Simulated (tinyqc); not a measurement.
What each parameter does: model-solid line-up of a strained alloy layer on a substrate.

All values of the alloy are linear in x but the gap, Eg(x) = (1 - x) Eg_A + x Eg_B - C x (1 - x), and the valence edge, Ev(x) = (1 - x) Ev_A + x Ev_B + fv C x (1 - x); Ec = Ev + Eg. Ev is the top of the unstrained valence band on a scale common to all materials. In the layer only the Gamma valley of the conduction band is followed, also where an X or L valley would lie lower.

Coherent growth on a (110) face: e_par = (a_s - a)/a, e_perp = -(C11 + 3 C12 - 2 C44)/(C11 + C12 + 2 C44) e_par; exx = eyy = (e_par + e_perp)/2, ezz = e_par, exy = (e_perp - e_par)/2, eyz = ezx = 0.

Strained edges: Ec + ac tr(e); the valence edges are Ev plus the levels of the 6 x 6 matrix of X, Y, Z times spin with -Dso/3 + l exx + m (eyy + ezz) on the diagonal (cyclic), n exy off it, l = av + 2 b, m = av - b, n = sqrt(3) d. Spin-orbit term (Dso/3) L.sigma on X, Y, Z with (L_k)_ij = -i epsilon_kij: <X+|H|Y+> = -i Dso/3, <X+|H|Z-> = Dso/3, <Y+|H|Z-> = -i Dso/3, <Z+|H|X-> = -Dso/3, <Z+|H|Y-> = i Dso/3, <X-|H|Y-> = i Dso/3, and their conjugates; + and - are the spin along z.

dEc = Ec(substrate) - Ec(layer), dEv = Ev(layer) - Ev(substrate); positive values confine the carrier in the layer. Type I: both of one sign; type II: opposite signs; type III: the gaps do not overlap.

Inputs chosen for the exercise (A near InAs, B near AlAs, substrate near InP; the results hold for these values, not for the real material):
```
symbol  value           unit      meaning
a       (6.052, 5.657)  angstrom  lattice constant of A, B
Eg      (0.419, 3.137)  eV        gap at Gamma to the s-like level of A, B
Dso     (0.386, 0.277)  eV        spin-orbit splitting of A, B
Ev      (-0.59, -1.32)  eV        top of the unstrained valence band of A, B
ac      (-5.07, -5.68)  eV        conduction deformation potential of A, B
av      (1.01, 2.45)    eV        valence hydrostatic potential of A, B
b       (-1.78, -2.33)  eV        tetragonal shear potential of A, B
d       (-3.62, -3.43)  eV        trigonal shear potential of A, B
C11     (83.6, 125.4)   GPa       of A, B
C12     (45.7, 52.9)    GPa       of A, B
C44     (39.6, 53.5)    GPa       of A, B
C       0.683           eV        bowing of the gap
fv      0                         share of the bowing taken by the valence edge
a_s     5.879           angstrom  substrate
Eg_s    1.425           eV        lowest gap of the substrate
Ev_s    -0.94           eV        substrate valence edge
face    110                       growth face
x       0.76                      fraction of B
```

Strained gap, valence splitting and offsets.

Results for these values:
```
case  gap (eV)  splitting (meV)  dEc (eV)  dEv (eV)
base    2.0276            175.4   -0.5628   -0.0398
```

What happens to each result for a_s = 5.899 angstrom, all else kept?

Answer: gap falls from 2.0276 to 1.9721; splitting rises from 175.4 to 206.2; dEc rises from -0.5628 to -0.5365; dEv rises from -0.0398 to -0.0106.

The same for each parameter in turn:
```
case                        gap (eV)  splitting (meV)  dEc (eV)  dEv (eV)
base                          2.0276            175.4   -0.5628   -0.0398
x = 0.74                      1.9901            163.0   -0.5273   -0.0378
a_s = 5.899 angstrom          1.9721            206.2   -0.5365   -0.0106
C = 0.783 eV                  2.0094            175.4   -0.5446   -0.0398
fv = 0.2                      2.0276            175.4   -0.5878   -0.0149
Ev_s = -0.89 eV               2.0276            175.4   -0.5128   -0.0898
av = (1.162, 2.818) eV        2.0181            175.4   -0.5628   -0.0302
C12 = (52.555, 60.835) GPa    2.0339            183.3   -0.5709   -0.0380
ac = (-5.83, -6.532) eV       2.0025            175.4   -0.5377   -0.0398
```

Program tinyqc; command `OMP_NUM_THREADS=1 python tinyqc.py 1051108 1051109 out.jsonl`; about 0.01 s on one thread of a shared Intel(R) Xeon(R) Processor @ 2.30GHz.
